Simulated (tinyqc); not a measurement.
Rutherford backscattering from a thin compound film on silicon: kinematics, yields, composition and thickness. From energy lost on the way in back to film thickness d. Computed by tinyqc, a small Python program. Command: `OMP_NUM_THREADS=1 python tinyqc.py 3007560 3007561 out.jsonl rbs inv`. One thread of a shared host (Intel(R) Xeon(R) Processor @ 2.30GHz), about 0.01 s of CPU time with the checks.

Singly charged helium ions (Z1 = 2, M1 = 4.0026 u) enter at the tilt angle a1 to the normal and leave at a2 = |180 - theta - tilt| in the same plane. The film is A B_x.

Inputs (values chosen for the exercise, modelled on a helium beam on HfO2): beam energy E0 = 1.9 MeV; scattering angle theta = 150 degrees; tilt of the sample = 7 degrees; heavy element: mass M_A = 178.5 u; heavy element: stopping eps_A at 2 MeV = 118 1e-15 eV cm^2; light element: mass M_B = 16 u; light element: stopping eps_B at 2 MeV = 37.2 1e-15 eV cm^2; atoms of B per atom of A, x = 1.9; atomic density of the film = 86.2 1/nm^3; detector resolution (FWHM) = 13 keV.

Method:
- Kinematic factor K = [(sqrt(M^2 - M1^2 sin^2 theta) + M1 cos theta)/(M + M1)]^2.
- Surface edges lie at K E0; substrate silicon has M = 28.09 u. Mass resolution at M_A = resolution/(E0 dK/dM).
- Stopping per atom eps(E) = eps(2 MeV) (E/2 MeV)^(-0.4) (a law chosen for the exercise); Bragg rule eps_film = (eps_A + x eps_B)/(1 + x); areal density N d, with 1/nm^2 = 0.1 x 1e15/cm^2.
- Width of the signal of element i: [K_i eps(E0)/cos a1 + eps(K_i E0)/cos a2] N d; depth resolution = resolution x d/width of A; energy lost on the way in = eps(E0) N d/cos a1.

Problem. A run gave the result below. Find the film thickness d, known to lie between 35 and 82 nm.

energy lost on the way in = 24.65648 keV

Solution.

Each step takes the trial c = (a f_b - b f_a)/(f_b - f_a), f being the result less the target and a, b, c the logarithms of the listed values; c replaces end b, the old b replaces a if the sign of f changed, and otherwise f_a is halved.

Scan of the range:
```
film thickness d (nm)  energy lost on the way in (keV)
35.0                                           20.1866
40.3                                           23.2434
46.5                                           26.8193
53.6                                           30.9143
61.7                                           35.5861
71.2                                           41.0653
82.0                                           47.2943
```

False position (Illinois rule, in the logarithm of the input) inside the bracket:
```
step    end a    end b    trial  energy lost on the way in (keV)
1     40.3000  46.5000  42.6445                          24.5957
2     46.5000  42.6445  42.7456                          24.6540
3     46.5000  42.7456  42.7540                          24.6588
4     42.7456  42.7540  42.7500                          24.6565
5     42.7540  42.7500  42.7500                          24.6565
```

Energy lost on the way in rises at every point of a 13-point scan of the range (every second point is shown), so one value fits; it is bracketed by 40.3 and 46.5. The scan shows a pure power law with exponent 1.000, so scaling from any one row also gives the answer directly. Answer: film thickness d = 42.75 nm.
